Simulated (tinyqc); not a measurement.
Schottky barrier with interface states (Cowley-Sze model), image lowering and contact resistance: one step, computed by the program tinyqc. Command: `OMP_NUM_THREADS=1 python tinyqc.py 3000876 3000877 out.jsonl pinning walk`. One thread of a shared host (Intel(R) Xeon(R) Processor @ 2.30GHz), about 0.01 s of CPU time with the checks.

An n-type semiconductor under a metal. The barrier lies between the Schottky-Mott limit phi_M - chi and the Bardeen limit E_g - E_n, E_n being the neutrality level of the interface states; the space-charge term of the full Cowley-Sze expression is left out.

Question. Thermionic current. A* = 4 pi e m_e M_c k_B^2/h^3 (a simple valley count); J_s = A* T^2 exp(-phi/k_B T). J_0 uses phi_B; the reverse current uses phi_B less the image lowering, times 1 - exp(-V_r/k_B T).

Inputs (values chosen for the exercise, with gap, mass and screening modelled on CdS):

| quantity | value | unit |
|---|---|---|
| electron mass m_e | 0.208 | m_0 |
| valleys M_c | 1 | - |
| temperature T | 300 | K |
| reverse bias V_r | 4.2 | V |

Pinning factor from: interface states.

barrier phi_B = 1.275825 eV

image lowering = 0.07799653 eV

Constants: e = 1.602176634e-19 C; m_0 = 9.1093837015e-31 kg; k_B = 1.380649e-23 J/K; h = 6.62607015e-34 J s; k_B = 8.617333262e-05 eV/K.

Give: Richardson constant A*; J_0; thermionic reverse current.

Answer.

Richardson constant A* = 25.00 A cm^-2 K^-2

J_0 = 8.302e-16 A/cm^2

thermionic reverse current = 1.696e-14 A/cm^2

Image lowering raises the reverse current by a factor 20.4.
